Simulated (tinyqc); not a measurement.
Worked calculation: Pariser-Parr-Pople SCF with singles CI, for the molecule O=CC1=Cc2ccccc21 (SMILES; centres numbered as the heavy atoms are written). Computed by tinyqc, a small Python program that keeps every step. Settings: charge = 0, gamma = Ohno, start = huckel, damping = 0.3, iteration cap = 79, excitations kept = 6. Command: `OMP_NUM_THREADS=1 python tinyqc.py 25608 25609 out.jsonl` (the two numbers bound the seeds that draw the settings). One thread of a shared host (Intel(R) Xeon(R) Processor @ 2.60GHz), about 0.03 s of CPU time with the checks. Later iterations appear only in the table of the cycle.

## PPP integrals

Centres (angstrom, eV; a flat drawing with bonds scaled to 1.40 angstrom):
```
centre          x          y  core charge z          W   gamma_rr
1O      -3.048000   1.202000              1  17.700000  15.200000
2C      -2.683000  -0.149000              1  11.160000  11.130000
3C      -1.330000  -0.509000              1  11.160000  11.130000
4C      -0.627000  -1.720000              1  11.160000  11.130000
5C       0.584000  -1.018000              1  11.160000  11.130000
6C       1.984000  -1.015000              1  11.160000  11.130000
7C       2.681000   0.199000              1  11.160000  11.130000
8C       1.979000   1.410000              1  11.160000  11.130000
9C       0.579000   1.407000              1  11.160000  11.130000
10C     -0.119000   0.193000              1  11.160000  11.130000
```

Resonance integrals (eV):
```
i    j       beta
1    2  -2.510000
2    3  -2.390000
3    4  -2.390000
4    5  -2.390000
5    6  -2.390000
6    7  -2.390000
7    8  -2.390000
8    9  -2.390000
9   10  -2.390000
10   3  -2.390000
10   5  -2.390000
```

Ohno: gamma = 14.399645/sqrt(R^2 + a^2), a = 2 x 14.399645/(gamma_rr + gamma_ss); H_rr = -W_r - sum_(s != r) z_s gamma_rs; H_rs = beta for bonds.

repulsion gamma_rs (eV), lower triangle:
```
            1O         2C         3C         4C         5C         6C         7C         8C
1O   15.200000
2C    8.107124  11.130000
3C    5.413475   7.553645  11.130000
4C    3.646276   4.977539   7.553103  11.130000
5C    3.276356   3.978123   6.086964   7.554564  11.130000
6C    2.568399   2.926861   4.007256   4.803036   7.553853  11.130000
7C    2.433157   2.604487   3.369482   3.566710   5.239757   7.554273  11.130000
8C    2.796688   2.832811   3.565986   3.369597   4.668166   5.239011   7.554564  11.130000
9C    3.795495   3.751178   4.802771   4.008198   5.239011   4.668436   5.240045   7.553853
10C   4.382995   4.978763   7.554564   6.089600   7.553103   5.238587   4.668454   5.238302

            9C        10C
9C   11.130000
10C   7.552823  11.130000
```

core matrix H (eV), lower triangle:
```
             1O          2C          3C          4C          5C          6C          7C          8C
1O   -54.119966
2C    -2.510000  -52.870531
3C     0.000000   -2.390000  -61.067246
4C     0.000000    0.000000   -2.390000  -56.728623
5C     0.000000    0.000000    0.000000   -2.390000  -62.309897
6C     0.000000    0.000000    0.000000    0.000000   -2.390000  -55.719711
7C     0.000000    0.000000    0.000000    0.000000    0.000000   -2.390000  -53.390928
8C     0.000000    0.000000    0.000000    0.000000    0.000000    0.000000   -2.390000  -53.978978
9C     0.000000    0.000000    0.000000    0.000000    0.000000    0.000000    0.000000   -2.390000
10C    0.000000    0.000000   -2.390000    0.000000   -2.390000    0.000000    0.000000    0.000000

             9C         10C
9C   -57.771809
10C   -2.390000  -64.417192
```

## Starting guess

pi electrons, sum of z_r less the charge = 10

Orbitals of the Hueckel matrix of the beta values.

P at the start, lower triangle:
```
            1O         2C         3C         4C         5C         6C         7C        8C
1O    1.000000
2C    0.862121   1.000000
3C    0.000000   0.477312   1.000000
4C   -0.429897   0.000000   0.790138   1.000000
5C    0.000000  -0.138655   0.000000   0.273035   1.000000
6C    0.215227   0.000000  -0.297227   0.000000   0.699037   1.000000
7C    0.000000   0.067462   0.000000   0.128775   0.000000   0.581954   1.000000
8C   -0.144378   0.000000   0.147365   0.000000  -0.334407   0.000000   0.721396  1.000000
9C    0.000000  -0.071724   0.000000  -0.315817   0.000000  -0.194965   0.000000  0.570262
10C   0.069053   0.000000   0.194412   0.000000   0.552943   0.000000  -0.346099  0.000000

           9C       10C
9C   1.000000
10C  0.729318  1.000000
```

## Iteration 1: Fock matrix

F_rr = H_rr + P_rr gamma_rr / 2 + sum_(s != r) P_ss gamma_rs; F_rs = H_rs - P_rs gamma_rs / 2; E = tr P (H + F) / 2 + core repulsion sum_(r<s) z_r z_s gamma_rs.

F (eV), lower triangle:
```
             1O         2C         3C         4C         5C         6C         7C         8C
1O   -10.100000
2C    -6.004662  -5.595000
3C     0.000000  -4.192721  -5.595000
4C     0.783761   0.000000  -5.373995  -5.595000
5C     0.000000   0.275794   0.000000  -3.421330  -5.595000
6C    -0.276394   0.000000   0.595532   0.000000  -5.030210  -5.595000
7C     0.000000  -0.087852   0.000000  -0.229651   0.000000  -4.588118  -5.595000
8C     0.201890   0.000000  -0.262750   0.000000   0.780534   0.000000  -5.114915  -5.595000
9C     0.000000   0.134525   0.000000   0.632929   0.000000   0.455091   0.000000  -4.543838
10C   -0.151328   0.000000  -3.124350   0.000000  -4.478219   0.000000   0.807873   0.000000

            9C        10C
9C   -5.595000
10C  -5.144206  -5.595000
```

pi energy = -138.046557 eV

## Iteration 1: orbitals and new P

Diagonalise F (the basis is taken as orthonormal) and form P = 2 sum c c over the lowest orbitals; 0.3 of the old P is kept.

orbital energies (eV): -15.864151  -14.611137  -12.639519  -11.416911  -9.438228  -3.001006  -0.343806  0.366871  2.063978  4.428909

P after iteration 1, lower triangle:
```
            1O         2C         3C         4C         5C         6C         7C        8C
1O    1.266290
2C    0.841089   0.818450
3C   -0.040299   0.448028   1.012190
4C   -0.376474   0.110563   0.821082   0.925054
5C    0.015994  -0.119204  -0.005564   0.246527   1.002647
6C    0.168736  -0.048842  -0.273455   0.033649   0.711479   0.984856
7C   -0.007167   0.056096   0.002714   0.112726  -0.001328   0.580636   1.000680
8C   -0.111151   0.032866   0.135159  -0.023262  -0.336223   0.010511   0.727188  0.992632
9C    0.006290  -0.060290  -0.002224  -0.282690   0.001064  -0.215455  -0.000536  0.569554
10C   0.054721  -0.019043   0.167517   0.014544   0.552097  -0.006642  -0.343415  0.004758

           9C       10C
9C   1.000428
10C  0.738128  0.996773
```

## Iteration 2: Fock matrix

As before.

F (eV), lower triangle:
```
            1O         2C         3C         4C         5C         6C         7C         8C
1O   -9.817027
2C   -5.919407  -4.794807
3C    0.109080  -4.082120  -6.113929
4C    0.686364  -0.275165  -5.490859  -5.945784
5C   -0.026201   0.237104   0.016934  -3.321202  -6.089378
6C   -0.216690   0.071477   0.547902  -0.080809  -5.077205  -5.866201
7C    0.008720  -0.073051  -0.004572  -0.201030   0.003480  -4.583140  -5.811385
8C    0.155427  -0.046552  -0.240987   0.039192   0.784772  -0.027535  -5.136796  -5.690153
9C   -0.011937   0.113079   0.005341   0.566539  -0.002786   0.502918   0.001404  -4.541163
10C  -0.119921   0.047406  -3.022760  -0.044283  -4.475022   0.017396   0.801609  -0.012463

            9C        10C
9C   -5.638092
10C  -5.177477  -5.805534
```

pi energy = -138.870674 eV

## Iteration 2: orbitals and new P

As before.

orbital energies (eV): -16.041737  -14.329075  -12.781307  -11.637989  -9.782978  -2.936928  -0.291386  0.205820  1.916294  4.106996

P after iteration 2, lower triangle:
```
            1O         2C         3C         4C         5C         6C         7C        8C
1O    1.375209
2C    0.832408   0.729475
3C   -0.052431   0.422701   1.028421
4C   -0.341224   0.148294   0.842283   0.899522
5C    0.023213  -0.106262  -0.018188   0.228768   1.019871
6C    0.140151  -0.059786  -0.258924   0.050572   0.717810   0.975633
7C   -0.010357   0.048695   0.005864   0.103699  -0.008541   0.580352   1.002489
8C   -0.090624   0.039864   0.127655  -0.035651  -0.336605   0.019275   0.730166  0.982608
9C    0.007713  -0.052176   0.000056  -0.263429   0.002210  -0.228210   0.003610  0.569625
10C   0.044925  -0.024994   0.151764   0.017316   0.553005  -0.018063  -0.341356  0.014979

           9C       10C
9C   0.990908
10C  0.742044  0.995864
```

## Iteration 3: Fock matrix

As before.

F (eV), lower triangle:
```
            1O         2C         3C         4C         5C         6C         7C         8C
1O   -9.746805
2C   -5.884219  -4.433807
3C    0.141918  -3.986466  -6.313259
4C    0.622099  -0.369069  -5.570927  -5.996199
5C   -0.038026   0.211361   0.055355  -3.254121  -6.248435
6C   -0.179982   0.087492   0.518787  -0.121450  -5.101116  -5.913739
7C    0.012600  -0.063412  -0.009880  -0.184931   0.022375  -4.582067  -5.913694
8C    0.126724  -0.056464  -0.227608   0.060064   0.785665  -0.050491  -5.148044  -5.752453
9C   -0.014638   0.097860  -0.000133   0.527938  -0.005788   0.532693  -0.009457  -4.541431
10C  -0.098453   0.062219  -2.963254  -0.052724  -4.478451   0.047313   0.796803  -0.039233

            9C        10C
9C   -5.661742
10C  -5.192263  -5.843235
```

pi energy = -139.210639 eV

## Iteration 3: orbitals and new P

As before.

orbital energies (eV): -16.093970  -14.227052  -12.804992  -11.708706  -9.905741  -2.877947  -0.269991  0.172708  1.871758  4.020566

P after iteration 3, lower triangle:
```
            1O         2C         3C         4C         5C         6C         7C        8C
1O    1.423448
2C    0.828284   0.684173
3C   -0.057946   0.404910   1.043451
4C   -0.318249   0.161286   0.855225   0.886399
5C    0.027136  -0.098057  -0.029204   0.217159   1.034615
6C    0.122718  -0.060766  -0.249244   0.060293   0.720639   0.969151
7C   -0.011930   0.043968   0.008456   0.098641  -0.014390   0.580696   1.005177
8C   -0.077976   0.040040   0.122420  -0.042906  -0.336254   0.024558   0.731455  0.975983
9C    0.008503  -0.047163   0.001210  -0.251766   0.003863  -0.236419   0.005426  0.570322
10C   0.038353  -0.026421   0.142903   0.019369   0.554412  -0.026161  -0.339896  0.023229

           9C       10C
9C   0.984676
10C  0.743367  0.992927
```

## Convergence

Stop when output and input P, before any damping, agree to 1e-7.

Course of the cycle:
```
iteration         E (eV)  largest |P(out) - P(in)|
1          -138.04655747                  3.80e-01
2          -138.87067365                  1.56e-01
3          -139.21063895                  6.89e-02
4          -139.34479512                  3.41e-02
5          -139.39716482                  1.85e-02
6          -139.41795156                  1.06e-02
7          -139.42656867                  8.18e-03
8          -139.43040382                  6.33e-03
9          -139.43227895                  4.96e-03
10         -139.43329506                  3.94e-03
11         -139.43389944                  3.30e-03
...                  ...                       ...
66         -139.43516976                  4.58e-07
67         -139.43516976                  3.90e-07
68         -139.43516976                  3.32e-07
69         -139.43516976                  2.82e-07
70         -139.43516976                  2.40e-07
71         -139.43516976                  2.05e-07
72         -139.43516976                  1.74e-07
73         -139.43516976                  1.48e-07
74         -139.43516976                  1.26e-07
75         -139.43516976                  1.07e-07
76         -139.43516976                  9.15e-08
```

Converged in 76 iterations.

## Converged orbitals

Charges are z - P_rr.

orbital energies (eV): -16.090246  -14.114429  -12.788992  -11.750456  -10.012757  -2.759518  -0.219682  0.160798  1.853287  3.975391

coefficients:
```
          MO1        MO2        MO3        MO4        MO5        MO6        MO7        MO8
1O   0.163535   0.556327   0.534377  -0.144798  -0.307142   0.265365   0.233387  -0.266866
2C   0.212269   0.446895   0.256777  -0.042973   0.048956  -0.268283  -0.371415   0.434619
3C   0.416339   0.308314  -0.212052   0.135564   0.468679  -0.380689  -0.005129  -0.032353
4C   0.368402   0.142245  -0.322628  -0.092225   0.386692   0.590312  -0.006939  -0.268276
5C   0.446668  -0.151460  -0.255462  -0.314220  -0.397495   0.252853   0.024075   0.460488
6C   0.282341  -0.286583   0.092756  -0.537683  -0.106530  -0.264107  -0.441936  -0.321798
7C   0.201898  -0.352207   0.414486  -0.250908   0.338388  -0.180263   0.450937  -0.126510
8C   0.198749  -0.316052   0.441951   0.257691   0.273401   0.300182  -0.042754   0.448770
9C   0.271126  -0.205263   0.183279   0.557722  -0.194186   0.102026  -0.444238  -0.363968
10C  0.431438  -0.065973  -0.157723   0.349361  -0.371164  -0.312272   0.457275  -0.037339

           MO9       MO10
1O   -0.241585  -0.091792
2C    0.484415   0.227097
3C   -0.397070  -0.380710
4C    0.243621   0.319503
5C    0.034724  -0.421641
6C   -0.277351   0.289071
7C    0.426659  -0.228134
8C   -0.416212   0.239940
9C    0.237228  -0.324805
10C   0.016932   0.465318
```

pi charges: 1O -0.474211, 2C 0.370099, 3C -0.102798, 4C 0.163843, 5C -0.088899, 6C 0.058198, 7C -0.028146, 8C 0.048272, 9C 0.004010, 10C 0.049632

## Singles CI, singlets

Over the 6 single excitations with the smallest orbital gaps: A = (e_a - e_i) delta + 2 (ia|jb) - (ij|ab), with (pq|rs) = sum c_mp c_mq gamma_mn c_nr c_ns. f = 2/3 w |mu|^2 in atomic units, mu = sqrt2 sum c_ia sum_m c_mi c_ma R_m.

singlet CI matrix (eV), lower triangle:
```
           5>6       4>6        5>7        3>6       5>8       2>6
5>6   1.924893
4>6   0.002477  4.678789
5>7   0.413721  0.662127   5.171484
3>6  -0.187909  0.066836   0.064443   6.044328
5>8  -0.337579  0.534373  -0.025590   0.310862  5.814062
2>6  -0.697861  0.005312   0.193889  -0.018318  0.058535  6.888702
```

singlet excitation energies (eV): 1.740068  4.098238  5.518338  5.767964  6.385770  7.011881

oscillator strengths: 0.023822  0.030459  0.743958  0.588692  1.217415  0.028934

## Singles CI, triplets

Over the 6 single excitations with the smallest orbital gaps: A = (e_a - e_i) delta - (ij|ab), with (pq|rs) = sum c_mp c_mq gamma_mn c_nr c_ns.

triplet CI matrix (eV), lower triangle:
```
           5>6        4>6        5>7        3>6       5>8       2>6
5>6   1.057066
4>6  -0.070964   3.592216
5>7   0.254032  -0.241400   4.162299
3>6   0.351180  -0.060865   0.371773   4.693666
5>8  -0.006868   0.023127  -0.083985  -0.841689  4.518940
2>6  -0.698009  -0.113652   0.104256   0.013965  0.093257  6.080176
```

triplet excitation energies (eV): 0.909322  3.491275  3.708231  4.244992  5.559299  6.191245
